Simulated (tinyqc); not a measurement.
What moves the results: conductance of a narrow metal strip with scatterers (square lattice, Green functions). A value that a table varies takes the place of the one given here.

A strip of W sites across with hard walls, site energy 0 and hopping -t. Mode n = 1 to W has profile chi_n(j) = sqrt(2/(W + 1)) sin(n j pi/(W + 1)) and energy en = -2t cos(n pi/(W + 1)); E = en - 2t cos(kn a). With z_n = exp(i kn a) (Im k > 0 for closed modes, |z| < 1) each lead gives the self-energy -t z_n in mode n. One column carries the site energies v, here a uniform barrier across the strip, as of a grain boundary. In the mode basis V_nm = sum_j chi_n(j) v_j chi_m(j), G = (E - en + 2 t z_n - V)^-1, and t_nm = 2t sqrt(sin(kn a) sin(km a)) G_nm in size for open modes. T = sum |t_nm|^2, conductance (2e^2/h) T.

Constants: e^2/h = 3.874045865e-05 S.

Inputs chosen for the exercise (hopping and spacing of the size met in Cu or Al; the lattice is a model; the results hold for these values, not for the real material):

| symbol | value | unit | meaning |
|---|---|---|---|
| t | 1.76 | eV | hopping |
| W | 3 |  | sites across |
| v | (2.5, 2.5, 2.5) | eV | site energies in the scattering column |
| a | 2.46 | angstrom | spacing |
| E | -2.75 | eV | Fermi energy |

## Conductance steps with and without the scatterer

E is varied across the lower half of the band.

Against energy:

| E/t | E (eV) | open modes | T | reflected |
|---|---|---|---|---|
| -3.30 | -5.808 | 1 | 0.1803 | 0.8197 |
| -2.95 | -5.192 | 1 | 0.4486 | 0.5514 |
| -2.65 | -4.664 | 1 | 0.5507 | 0.4493 |
| -2.30 | -4.048 | 1 | 0.6144 | 0.3856 |
| -1.95 | -3.432 | 2 | 0.7371 | 1.2629 |
| -1.65 | -2.904 | 2 | 1.0493 | 0.9507 |
| -1.30 | -2.288 | 2 | 1.1978 | 0.8022 |
| -0.95 | -1.672 | 2 | 1.2578 | 0.7422 |
| -0.65 | -1.144 | 2 | 1.2681 | 0.7319 |
| -0.30 | -0.528 | 3 | 1.5819 | 1.4181 |
| 0.05 | 0.088 | 3 | 1.6583 | 1.3417 |

What does this show?

The clean strip goes from 1 to 3 open modes. The reflected flux ranges from 0.386 (E/t = -2.3) to 1.418 (E/t = -0.3). A uniform barrier reflects each mode by v^2/(v^2 + (2t sin(kn a))^2), most the slow ones just above their thresholds.

## The same scatterer in wider strips

Width (W + 1) a; the strength is the entry of v largest in size. The barrier spans the width. Added resistance (1/T - 1/M)/(2 e^2/h), M the number of open modes.

Against width:

| W | width (angstrom) | M | T | T/M | added resistance (ohm) |
|---|---|---|---|---|---|
| 3 | 9.8 | 2 | 1.0993 | 0.5496 | 5287.5 |
| 4 | 12.3 | 2 | 1.2709 | 0.6354 | 3702.2 |
| 5 | 14.8 | 3 | 1.7450 | 0.5817 | 3094.0 |
| 6 | 17.2 | 3 | 1.8975 | 0.6325 | 2499.8 |
| 8 | 22.1 | 5 | 2.6742 | 0.5348 | 2244.9 |
| 10 | 27.1 | 6 | 3.3800 | 0.5633 | 1667.4 |
| 14 | 36.9 | 8 | 4.7127 | 0.5891 | 1125.4 |
| 20 | 51.7 | 11 | 6.6503 | 0.6046 | 767.4 |

What does this show, and why?

The added resistance is 5287 ohm at W = 3 and 767.4 at W = 20; from W = 10 to 20 it changes by a factor 0.46, where 1/M gives 0.55 and 1/M^2 gives 0.30. A barrier across the strip keeps T/M near a constant (0.53 to 0.60 for W of 8 and more), so its resistance goes as 1/width on average, with steps as modes open: resistance times width runs from 39.6 to 49.7 kohm angstrom there.

## What each change does

Open modes M, T and the added resistance (1/T - 1/M)/(2 e^2/h). Each row changes one parameter from the base and keeps the others.

Results:

| case | M | T | added resistance (ohm) |
|---|---|---|---|
| base | 2 | 1.0993 | 5287 |
| t = 1.83 eV | 2 | 1.1642 | 4633 |
| E = -2.61 eV | 2 | 1.1360 | 4908 |
| v = (3.25, 3.25, 3.25) eV | 2 | 0.8521 | 8693 |

What can be read from the table?

The largest shifts from the base row, up to three for each result and ties (the steps differ in size, so this ranks the rows, not the parameters). M: unchanged at the printed digits by t, E and v. T: v -0.2471, t +0.0649, E +0.0368. added resistance (ohm): v +3405, t -654, E -380.

Program tinyqc; command `OMP_NUM_THREADS=1 python tinyqc.py 1450375 1450376 out.jsonl`; about 0.01 s on one thread of a shared Intel(R) Xeon(R) Processor @ 2.30GHz.
